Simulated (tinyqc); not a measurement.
Undoped gate-all-around wire MOSFET, analytic charge model: effect of the temperature.

An undoped round wire of radius R under an insulator shell and a surrounding gate; long channel, electrons only, n = ni exp((psi - V)/Vt) with V the quasi-Fermi potential (0 at the source, Vd at the drain), constant mobility, no quantisation. The radial Poisson equation gives n(r) = n(0)/(1 - (1 - b) r^2/R^2)^2 with b = Q0/(Q + Q0). Q is the electron charge per area of the wire surface.

Nc and Nv are given at 300 K and scale as (T/300 K)^1.5; Eg and mu are held fixed. ni = sqrt(Nc Nv) exp(-Eg/(2 Vt)), Eg in volts; Cox = eps0 eox/(R ln(1 + tox/R)); Q0 = 4 eps0 eps_r Vt/R; V0 = dphi + Vt ln[8 eps0 eps_r Vt/(q ni R^2)]. Q solves Vg - V0 - V = Q/Cox + Vt ln(Q/Q0) + Vt ln(1 + Q/Q0). I = mu (2 pi R/L)[2 Vt (Qs - Qd) + (Qs^2 - Qd^2)/(2 Cox) + Vt Q0 ln((Qd + Q0)/(Qs + Q0))], with Qs at V = 0 and Qd at V = Vd.  I(low) is taken at Vg = 0.68 V, Qs and I(high) at Vg = 1.43 V.

Values chosen for this exercise; material values close to those of gallium arsenide:
- Eg = 1.4 eV (band gap)
- eps_r = 12.7 (relative permittivity of the semiconductor)
- Nc = 4.4e17 cm^-3 (conduction-band density of states at the reference temperature)
- Nv = 8.99e18 cm^-3 (valence-band density of states at the reference temperature)
- eox = 22.9 (relative permittivity of the gate insulator)
- tox = 13 nm (insulator thickness)
- R = 3 nm (wire radius)
- dphi = 0.18 V (gate work function less that of the intrinsic body)
- mu = 100 cm^2/(V s) (channel mobility)
- L = 1 um (gate length)
- Vd = 1 V (drain voltage)

Constants: q = 1.602176634e-19 C, kB = 1.380649e-23 J/K, Vt = kB T/q, eps0 = 8.8541878128e-14 F/cm where lengths are in cm. Results are converted to the units shown.

Result of one run:
```
T (K)   V0 (V)  I(low) (nA)  Qs(high) (nC/cm^2)  I(high) (uA)
340    0.93949    0.0034544              1640.6       0.77180
```

What becomes of these results when the temperature T is changed from 340 to 220 K, all else the same?

Result of the changed run:
```
T (K)   V0 (V)  I(low) (nA)  Qs(high) (nC/cm^2)  I(high) (uA)
220    0.92262    2.8108e-5              1758.1       0.82716
```

The whole series:
```
T (K)   V0 (V)  I(low) (nA)  Qs(high) (nC/cm^2)  I(high) (uA)
220    0.92262    2.8108e-5              1758.1       0.82716
250    0.92705    1.3722e-4              1724.3       0.80989
280    0.93133    4.9252e-4              1693.7       0.79514
310    0.93547    0.0014166              1665.9       0.78254
340    0.93949    0.0034544              1640.6       0.77180
370    0.94339    0.0074205              1617.5       0.76271
400    0.94719     0.014429              1596.4       0.75506
430    0.95089     0.025900              1577.1       0.74870
```

As T goes from 220 to 430 K, I(low) rises from 2.81e-5 to 0.0259 nA and I(high) falls from 0.827 to 0.749 uA. V0 rises from 0.923 to 0.951 V. In every row the surface density at the source at the higher gate voltage passes 0.3 Nc, where Boltzmann statistics fail. In every row the mobility is held fixed, though a real one changes with T. In every row the body is thin enough for quantum confinement, left out here, to raise the threshold.

Computed by the program tinyqc: `OMP_NUM_THREADS=1 python tinyqc.py 2460099 2460100 out.jsonl`, one thread of a shared Intel Xeon 2.30GHz, about 0.02 s for the whole run.
